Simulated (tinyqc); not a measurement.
All-pass ring resonator: course of the iteration: thermal shift of the resonance.

A ring of length L = 2 pi Rr coupled to one bus waveguide: round-trip amplitude a = 10^(-al L/20), self-coupling t = sqrt(1 - k2). At detuning d from the resonance the round-trip phase is p = 2 pi d/FSR and the transmission T = (a^2 - 2 a t cos p + t^2)/(1 - 2 a t cos p + a^2 t^2). Lossless coupler, linear absorption only.

T is the transmission at d = dl - s, p = 2 pi d/FSR; out = (lam dT/ng) Rt fa (1 - T) Pin; s(new) = out.

Stop when s changes by less than 1e-7 pm, or after 200 iterations.

Values chosen for this exercise; values close to those of silicon waveguides:
- lam = 1310 nm (cold resonance wavelength)
- ng = 4.34 (group index)
- dT = 0.00017 1/K (thermo-optic change of the effective index)
- Rt = 11 K/mW (thermal resistance)
- fa = 0.36 (share of the loss that heats the ring)
- Pin = 3.1 mW (input power)
- dl = 330 pm (laser detuning from the cold resonance)

s at the start = 0 pm
a = 0.964477
t = 0.877496
FSR = 6.29322 nm

Course of the iteration:
```
iteration,s (pm),|change| (pm)
1,88.1779,88.2
2,139.050,50.9
3,186.253,47.2
4,246.486,60.2
5,342.767,96.3
6,425.640,82.9
7,322.740,103
8,427.314,105
9,319.962,107
...,...,...
192,426.822,106
193,320.779,106
194,426.822,106
195,320.779,106
196,426.822,106
197,320.779,106
198,426.822,106
199,320.779,106
200,426.822,106
```

Did this iteration meet its convergence test, and what does its course show?

No. Not converged within 200 iterations. The value swings between 320.8 and 426.8 for good. At the solution, 385.6 pm, d(out)/ds = -1.38: on this side heating pushes the resonance away from the laser, a negative feedback too strong for plain substitution. A rerun with the update damped to 0.5 converges in 23 iterations.

tinyqc, about 0.02 s, one thread, Intel Xeon 2.30GHz (shared host): `OMP_NUM_THREADS=1 python tinyqc.py 2650133 2650134 out.jsonl`
